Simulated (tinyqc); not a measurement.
Strain-driven crossing of the Gamma and L valleys in a germanium-like crystal: sweeps and comparisons. A value that a table varies takes the place of the one given here.

Biaxial loads: e0 is the in-plane strain e_par and the normal is free. (001): e_perp = -2 (C12/C11) e_par; exx = eyy = e_par, ezz = e_perp, no shear. (111): e_perp = -(2 C11 + 4 C12 - 4 C44)/(C11 + 2 C12 + 4 C44) e_par; exx = eyy = ezz = (2 e_par + e_perp)/3 and exy = eyz = ezx = (e_perp - e_par)/3. (110): e_perp = -(C11 + 3 C12 - 2 C44)/(C11 + C12 + 2 C44) e_par; exx = eyy = (e_par + e_perp)/2, ezz = e_par, exy = (e_perp - e_par)/2, eyz = ezx = 0. Uniaxial loads: a stress along n, scaled so that n.e.n = e0, with exx = s11 sxx + s12 (syy + szz), exy = s44 sxy/2, s11 = (C11 + C12)/((C11 - C12)(C11 + 2 C12)), s12 = -C12/((C11 - C12)(C11 + 2 C12)), s44 = 1/C44.

Edges from the unstrained valence top: Gamma at Eg + ac tr(e); an L valley with unit axis u at EgL + aL tr(e) + XuL (u.e.u - tr(e)/3), u along [111], [1-1-1], [-11-1], [-1-11]; valence edges are the levels of the 6 x 6 matrix of X, Y, Z times spin with -Dso/3 + l exx + m (eyy + ezz) on the diagonal (cyclic), n exy off it, l = av + 2 b, m = av - b, n = sqrt(3) d. Spin-orbit term (Dso/3) L.sigma on X, Y, Z with (L_k)_ij = -i epsilon_kij: <X+|H|Y+> = -i Dso/3, <X+|H|Z-> = Dso/3, <Y+|H|Z-> = -i Dso/3, <Z+|H|X-> = -Dso/3, <Z+|H|Y-> = i Dso/3, <X-|H|Y-> = i Dso/3, and their conjugates; + and - are the spin along z.

Constants: kB = 8.617333262e-05 eV/K.

Parameters, chosen for this exercise (near those of Ge, gaps at low temperature; the results hold for these values, not for the real material): Eg = 0.904 eV (gap at Gamma to the s-like level); EgL = 0.732 eV (gap to L); Dso = 0.287 eV (spin-orbit splitting); ac = -8.31 eV (conduction deformation potential); av = 1.22 eV (valence hydrostatic potential); b = -2.51 eV (tetragonal shear potential); d = -5.31 eV (trigonal shear potential); aL = -1.72 eV (hydrostatic potential of the L edge, Xd + Xu/3); XuL = 16.12 eV (uniaxial potential, L); C11 = 130.6 GPa; C12 = 49.2 GPa; C44 = 68.1 GPa; load = uniaxial [100] (kind of strain); mG = 0.0391 m0 (mass at Gamma); mL = 0.553 m0 (density-of-states mass of the four L valleys together); T = 77 K (temperature); e0 = 0.0055 (size of the strain).

## Which strain makes the gap direct

For tension the difference Gamma minus lowest L is linear in e0; slope per 1 % and the e0 at which it vanishes (a dash: no crossing below 15 %), with the gap there.

Results:

| load | slope (meV per 1 %) | crossing e0 (%) | gap at the crossing (eV) |
|---|---|---|---|
| biaxial (001) | -82.1 | 2.09 | 0.523 |
| biaxial (110) | -24.3 | 7.08 | -0.664 |
| biaxial (111) | 39.8 | - | - |
| uniaxial [100] | -29.8 | 5.77 | 0.471 |
| uniaxial [111] | -3.9 | - | - |
| uniaxial [110] | 14.9 | - | - |

The smallest strain is needed for biaxial (001) (2.09 %), then uniaxial [100] (5.77 %). No crossing below 15 % is found for biaxial (111), uniaxial [111] and uniaxial [110]: shear splits the L valleys and pulls the lowest down nearly as fast as, or faster than, Gamma. Loads without off-diagonal strain, (001) and [100], gain (ac - aL) tr(e) = -66 meV per 1 % of volume. Crossings beyond about 3 % are sensitive to second-order terms, left out here. For uniaxial [111] the slope is a near cancellation, so terms beyond this linear model decide. A gap at or below zero marks a crossing beyond the range of this linear model.

## Sweep of a uniaxial [100] strain

The valence splitting is the distance of the top two edges. Share in Gamma = mG^(3/2)/(mG^(3/2) + (mL^(3/2)/4) sum_i exp(-(E_Li - E_Gamma)/kT)).

Results:

| e0 (%) | direct gap (eV) | indirect gap (eV) | Gamma - L (meV) | valence splitting (meV) | share in Gamma (%) |
|---|---|---|---|---|---|
| 0.00 | 0.904 | 0.732 | 172 | 0 | 1.04e-11 |
| 0.80 | 0.844 | 0.696 | 148 | 46 | 3.79e-10 |
| 1.60 | 0.784 | 0.660 | 124 | 82 | 1.38e-08 |
| 2.40 | 0.724 | 0.623 | 100 | 107 | 5.05e-07 |
| 3.20 | 0.664 | 0.587 | 77 | 125 | 1.84e-05 |
| 4.00 | 0.604 | 0.551 | 53 | 138 | 0.000672 |
| 4.80 | 0.543 | 0.515 | 29 | 147 | 0.0245 |
| 5.60 | 0.483 | 0.478 | 5 | 153 | 0.887 |

The gap stays indirect over the sweep. The direct gap goes from 0.904 to 0.483 eV; of that change -0.179 eV comes from the rise of the valence top through the shear terms and the rest from the volume. The share in Gamma goes from 1.04e-11 to 0.887 %. Beyond about 3 % terms of second order in the strain, left out here, matter.

## What each parameter does

Direct gap, Gamma minus the lowest L edge and the valence splitting. Each row changes one parameter from the base and keeps the others.

Results:

| case | direct gap (eV) | Gamma - L (meV) | valence splitting (meV) |
|---|---|---|---|
| base | 0.8627 | 155.6 | 32.9 |
| e0 = 0.00467 | 0.8689 | 158.1 | 28.2 |
| ac = -9.5565 eV | 0.8596 | 152.5 | 32.9 |
| Dso = 0.24395 eV | 0.8627 | 155.6 | 32.5 |
| aL = -1.462 eV | 0.8627 | 154.9 | 32.9 |
| XuL = 13.702 eV | 0.8627 | 155.6 | 32.9 |
| b = -2.1335 eV | 0.8653 | 155.6 | 28.3 |
| av = 1.037 eV | 0.8631 | 155.6 | 32.9 |

The largest shifts from the base row, up to three for each result and ties (the steps differ in size, so this ranks the rows, not the parameters). direct gap (eV): e0 +0.0062, ac -0.0031, b +0.0026; unchanged at the printed digits by Dso, aL and XuL. Gamma - L (meV): ac -3.1, e0 +2.5, aL -0.6; unchanged at the printed digits by Dso, XuL, b and av. valence splitting (meV): e0 -4.7, b -4.6, Dso -0.4; unchanged at the printed digits by ac, aL, XuL and av.

tinyqc: `OMP_NUM_THREADS=1 python tinyqc.py 1050063 1050064 out.jsonl`; about 0.01 s, one thread, shared Intel(R) Xeon(R) Processor @ 2.30GHz.
